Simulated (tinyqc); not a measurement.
Changing the heat of melting H_A: binary melting diagram from solution models of liquid and solid. Computed by tinyqc, a small Python program. Command: `OMP_NUM_THREADS=1 python tinyqc.py 3022015 3022016 out.jsonl melt sweep`. One thread of a shared host (Intel(R) Xeon(R) Processor @ 2.30GHz), about 0.01 s of CPU time with the checks.

x is the fraction of B. In a phase with interaction L: mu_A = G_A + R T ln(1 - x) + L x^2, mu_B = G_B + R T ln x + L (1 - x)^2. Melting: G(liquid) - G(solid) = H (1 - T/T_m) for each pure component.

Inputs (values chosen for the exercise, for a model alloy):
```
quantity                value    unit
melting point T_A        1710       K
melting point T_B         510       K
heat of melting H_B      10.4  kJ/mol
liquid interaction L_L    3.5  kJ/mol
```

Diagram: eutectic with pure solids.

Constants: R = 8.314462618 J/(mol K).

Method. Liquid against pure solid A: T = (H_A + L_L x^2)/(H_A/T_A - R ln(1 - x)); against pure solid B: T = (H_B + L_L (1 - x)^2)/(H_B/T_B - R ln x). Halve the interval 0.001 to 0.999 for the crossing, 44 times.

One run for each value:
```
heat of melting H_A (kJ/mol)  eutectic composition x_E  eutectic temperature T_E (K)
9.3                                            0.90187                        490.98
12.0                                           0.93922                        497.90
15.0                                           0.96355                        502.62
19.0                                           0.98130                        506.16
23.0                                           0.99035                        508.01
29.0                                           0.99641                        509.26
```

Over the rows, eutectic composition x_E rises from 0.902 to 0.996 (exponent d ln y / d ln x 0.16 between the first rows and 0.026 between the last); eutectic temperature T_E (K) rises from 491 to 509 (exponent d ln y / d ln x 0.055 between the first rows and 0.011 between the last). A larger heat of melting at fixed T_A flattens the A branch, so the crossing moves towards B and upwards. Left out: 37.0, 46.0 (the liquidus is not of simple eutectic form).

Extremes, crossings and ranges named in words are read from the listed rows.
